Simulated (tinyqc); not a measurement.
Kramers turnover: harmonic transition-state theory with quantum, tunnelling and friction corrections. Computed by tinyqc, a small Python program. Command: `OMP_NUM_THREADS=1 python tinyqc.py 3005990 3005991 out.jsonl rates walk`. One thread of a shared host (Intel(R) Xeon(R) Processor @ 2.30GHz), about 0.01 s of CPU time with the checks.

One atom hops between equivalent sites; three modes at the minimum and two real modes at the saddle are treated as harmonic, the rest of the crystal as unchanged; melting is ignored, so hot rows may lie above the melting point.

Inputs (values chosen for the exercise, modelled on interstitial hydrogen in silicon): barrier E_b = 0.517 eV; imaginary frequency at the saddle nu_b = 26.4 THz; temperature T = 517 K.

Lattice of sites: three-dimensional. Correction studied: friction.

Constants: k_B = 8.617333262e-05 eV/K.

Method. Kramers: spatial-diffusion factor kappa_s = sqrt(1 + y^2) - y with y = gamma/(2 omega_b); weak-friction (energy-diffusion) estimate kappa_e = Delta/2 with Delta = (16/3)(gamma/omega_b) E_b/(k_B T), the energy lost in one round trip of a well at the barrier energy of a symmetric quartic double well, over k_B T (half of the escaping atoms fall back); bridge 1/kappa = 1/kappa_s + 1/kappa_e. omega_b = 2 pi nu_b; rate with friction = kappa k_cl.

Transmission:
```
gamma/omega_b  kappa_s     kappa_e    kappa
0.001          0.99950  3.0945e-02  0.03002
0.003          0.99850  9.2836e-02  0.08494
0.01           0.99501  3.0945e-01  0.23604
0.03           0.98511  9.2836e-01  0.47795
0.1            0.95125  3.0945e+00  0.72759
0.3            0.86119  9.2836e+00  0.78808
1              0.61803  3.0945e+01  0.60593
3              0.30278  9.2836e+01  0.30179
10             0.09902  3.0945e+02  0.09899
30             0.03330  9.2836e+02  0.03330
```

What follows from these numbers?

kappa peaks at 0.79 near gamma/omega_b = 0.3 among these rows. Below, too little energy reaches the atom and the rate grows with friction; above, recrossings cut it, as omega_b/gamma in the end (0.0333 against 0.0333). Transition-state theory, kappa = 1, is the upper bound. Caution: the simple bridge underestimates kappa near the turnover by some ten per cent and can shift the peak to higher friction; long jumps on a lattice are ignored.

Extremes, crossings and ranges named in words are read from the listed rows.
